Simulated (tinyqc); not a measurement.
Geometry relaxation of a small cluster: one step, computed by the program tinyqc. Command: `OMP_NUM_THREADS=1 python tinyqc.py 3028712 3028713 out.jsonl relax walk`. One thread of a shared host (Intel(R) Xeon(R) Processor @ 2.30GHz), about 0.03 s of CPU time with the checks.

E = sum_i {sum_j A exp(-p (r_ij/r0 - 1)) - xi sqrt(rho_i)}, rho_i = sum_j exp(-2 q (r_ij/r0 - 1)); the force on i is -sum_j w_ij (R_i - R_j)/r_ij with w_ij = -(2p/r0) A exp(-p (r_ij/r0 - 1)) + (xi q/r0) exp(-2 q (r_ij/r0 - 1)) (rho_i^(-1/2) + rho_j^(-1/2)).

Task: The first two steps. BFGS: R(new) = R + B F with the inverse Hessian B = eta 1 at first; with s = R(new) - R, y = F - F(new), rho = 1/(y.s): B(new) = (1 - rho s y^T) B (1 - rho y s^T) + rho s s^T, skipped if y.s is not positive. No atom moves more than 0.3 angstrom a step (the whole step is scaled). Stop when the largest force component is below 1e-5 eV/angstrom.

Inputs (values chosen for the exercise, for model atoms):
```
quantity         value           unit
length r0         2.86       angstrom
repulsion A        0.1             eV
hopping xi         1.2             eV
decay p           9.69              -
decay q           2.79              -
step factor eta  0.046  angstrom^2/eV
```

Potential: Gupta. Method: BFGS.

starting positions (angstrom):
```
           x      y      z
atom 1  0.28  -0.24   0.18
atom 2  2.94  -0.18  -0.05
atom 3  1.57   2.37   0.05
atom 4  1.21   0.65   2.49
atom 5  0.92   0.81  -2.09
```

Give: positions after step 1; energy after step 1; positions after step 2; energy after step 2.

Result:

positions after step 1 (angstrom):
```
             x        y        z
atom 1  0.3114  -0.2134   0.1880
atom 2  2.8871  -0.1459  -0.0458
atom 3  1.5646   2.3040   0.0531
atom 4  1.2181   0.6528   2.4338
atom 5  0.9388   0.8126  -2.0491
```

energy after step 1 = -9.8564 eV

positions after step 2 (angstrom):
```
             x        y        z
atom 1  0.3515  -0.1612   0.2170
atom 2  2.7535  -0.0410  -0.0324
atom 3  1.5517   2.1187   0.0807
atom 4  1.2595   0.6721   2.2729
atom 5  1.0038   0.8214  -1.9583
```

energy after step 2 = -9.9765 eV
